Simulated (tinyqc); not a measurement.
Lattice vibrations of a chain, step by step. One step of it, computed by the program tinyqc.

Problem. Dynamical matrix at q = 0.27. q is in units of 2 pi/a. A spring k from atom i to atom j, n cells on, adds k to Phi_ii and Phi_jj, -k exp(2 pi i q n) to Phi_ij and the conjugate to Phi_ji (for one atom a cell: 2k (1 - cos 2 pi q n)); D_ij = Phi_ij / sqrt(m_i m_j).

A chain moving along its axis:
```
atom                mass (u)  spring to the next atom (eV/angstrom^2)
1                  18.000000                                17.700000
2                   6.300000                                 9.000000
second neighbours          -                                 2.200000
```

Give: D(q).

Solution.

D(q) (eV/(angstrom^2 u)):
```
                 1                2
1           1.7584  -1.5562+0.8385i
2  -1.5562-0.8385i           5.0240
```
